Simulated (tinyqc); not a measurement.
# Channel mobility from two channel lengths

Inverse problem. Two power MOSFETs differ only in channel length: R_on = R_rest + Lc (Wp + a)/(2 mch Cox Vov), Cox = 3.9 eps0/tox. Find mch and R_rest.

Inputs (values chosen for the exercise): gate oxide thickness (eps_r 3.9) tox = 80 nm; gate overdrive Vov = 11 V; width of the p body in one cell, channels included Wp = 6 um; gap between neighbouring p bodies a = 4.5 um.

Constants: eps0 = 8.8541878128e-14 F/cm where lengths are in cm. Results are converted to the units shown.

R_on at Lc = 0.66 and 1.9 um (mohm cm^2): [6.8190881, 12.303435]

Answer. R_on is a straight line in Lc; its slope gives mch and its intercept the rest.

mch = 25.00 cm^2/(V s)
R_rest = 3.900 mohm cm^2

Computed by the program tinyqc: `OMP_NUM_THREADS=1 python tinyqc.py 2230115 2230116 out.jsonl`, one thread of a shared Intel Xeon 2.30GHz, about 0.01 s for the whole run.
